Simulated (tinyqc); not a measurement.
Contact resistivity and sheet resistance from two contact lengths.

Inverse problem. Rc = [sqrt(rc Rsh)/Wc] coth(Lc/(2 LT)), LT = sqrt(rc/Rsh), Wc = 81 nm; the second contact is twice as long as the first. Find LT, rc and Rsh.

Rc for Lc = 23 and 46 nm (ohm): 424.578537  221.039440

Answer. With t = tanh(Lc/(2 LT)) for the shorter contact, the resistance of the longer over that of the shorter is (1 + t^2)/2. Then sqrt(rc Rsh) = Rc t Wc, and rc and Rsh follow by multiplying and dividing by LT.

LT = 55.9 nm
rc = 3.90e-9 ohm cm^2
Rsh = 125 ohm

tinyqc, about 0.05 s, one thread, Intel Xeon 2.30GHz (shared host): `OMP_NUM_THREADS=1 python tinyqc.py 2170142 2170143 out.jsonl`
